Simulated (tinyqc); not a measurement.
## Modulation-doped quantum well, Poisson-Schroedinger loop: effect of the applied field along z

A well of width L centred at z = 0 between barriers Vb; effective-mass electrons, parabolic bands. The electrons come from donor sheets outside the mesh, a share fL of Ns on the left and the rest on the right, so the structure is neutral. Energies are counted from the band edge of the well, with U = 0 on the first node in the Hartree part.

Schroedinger equation -C d/dz (1/m) dpsi/dz + (V0 + U) psi = E psi, C = hbar^2/(2 m0), on a fine mesh (400 intervals across the well) with hard walls 11.55 nm outside the well edges (to within half a fine step); the lowest 2 levels are kept. V0 = 0 in the well and Vb outside, plus q Fz z (1 kV/cm = 1e-4 eV/nm). N_k = D Vt ln(1 + exp((EF - E_k)/Vt)), D = md m0 q/(pi hbar^2), sum N_k = Ns; n = sum N_k |psi_k|^2. dU/dz = q (fL Ns - integral of n from the left)/(eps0 eps_r). The loop is converged to 1e-9 eV; shares under 0.001 % are printed as 0.

Values chosen for this exercise; material values close to those of In0.53Ga0.47As in InP:

| symbol | value | unit | meaning |
|---|---|---|---|
| T | 300 | K | temperature |
| mw | 0.0415 | m0 | mass along z in the well |
| mb | 0.0817 | m0 | mass along z in the barriers |
| md | 0.0421 | m0 | in-plane mass |
| Vb | 0.252 | eV | barrier height |
| eps_r | 13.9 |  | relative permittivity (all layers) |
| L | 18.9 | nm | well width |
| Ns | 5.1e11 | cm^-2 | sheet density of electrons |
| fL | 0.25 |  | share of the donors on the left side |

Constants: q = 1.602176634e-19 C, kB = 1.380649e-23 J/K, hbar = 1.054571817e-34 J s, m0 = 9.1093837015e-31 kg, Vt = kB T/q, eps0 = 8.8541878128e-14 F/cm where lengths are in cm, hbar^2/(2 m0) = 0.0380998212 eV nm^2. Results are converted to the units shown.

Result of one run:
```
E2 - E1 (meV)  EF - E1 (meV)  share of E2 (%)  centroid (nm)  charge in the barriers (%)  range of U in the well (meV)
46.4                    9.93             19.5           1.60                        2.87                          28.1
```

Which applied field along z Fz gave this result: -30, -15, 0 or 60 kV/cm?

Fz = -15 kV/cm.

The whole series:
columns A: Fz (kV/cm); B: E2 - E1 (meV); C: EF - E1 (meV); D: share of E2 (%); E: centroid (nm); F: charge in the barriers (%); G: range of U in the well (meV)
```
A       B     C     D       E     F     G
-30  50.4  10.9  17.5    2.31  3.23  24.8
-15  46.4  9.93  19.5    1.60  2.87  28.1
0    43.7  9.24  20.9   0.850  2.64  31.9
15   42.7  8.96  21.4  0.0822  2.56  35.9
30   43.4  9.15  21.0  -0.687  2.61  40.2
45   45.7  9.75  19.8   -1.44  2.81  44.4
60   49.5  10.7  17.9   -2.16  3.14  48.6
```

As Fz goes from -30 to 60, E2 - E1 goes from 50.4 through a minimum of 42.7 (at Fz = 15 among the rows listed) to 49.5 meV, EF - E1 goes from 10.9 through a minimum of 8.96 (at Fz = 15 among the rows listed) to 10.7 meV and the share of E2 goes from 17.5 through a maximum of 21.4 (at Fz = 15 among the rows listed) to 17.9 %. EF stays below E2 throughout. The centroid falls from 2.31 to -2.16 nm. The spacing is smallest near the row where the centroid is closest to the middle: tilting the well confines the electrons more tightly.

Computed by the program tinyqc: `OMP_NUM_THREADS=1 python tinyqc.py 2140051 2140052 out.jsonl`, one thread of a shared Intel Xeon 2.30GHz, about 0.2 s for the whole run.
